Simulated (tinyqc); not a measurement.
Trap density from the barrier height.

Inverse problem. In a partly depleted grain with all boundary traps filled, 2 N W = Qt and VB = q N W^2/(2 eps0 eps_r). Find Qt, W and the doping at which VB would equal Vt.

Values chosen for this exercise: temperature T = 300 K; relative permittivity eps_r = 11.7.

Constants: q = 1.602176634e-19 C, kB = 1.380649e-23 J/K, Vt = kB T/q, eps0 = 8.8541878128e-14 F/cm where lengths are in cm. Results are converted to the units shown.

doping = 2.9e17 cm^-3
barrier height = 0.19265738 V

Solution. Eliminating W gives VB = q Qt^2/(8 eps0 eps_r N), which falls as 1/N.

Qt = 1.70e12 cm^-2
W = 29.3 nm
doping for VB = Vt = 2.16e18 cm^-3

tinyqc, about 0.01 s, one thread, Intel Xeon 2.30GHz (shared host): `OMP_NUM_THREADS=1 python tinyqc.py 2830260 2830261 out.jsonl`
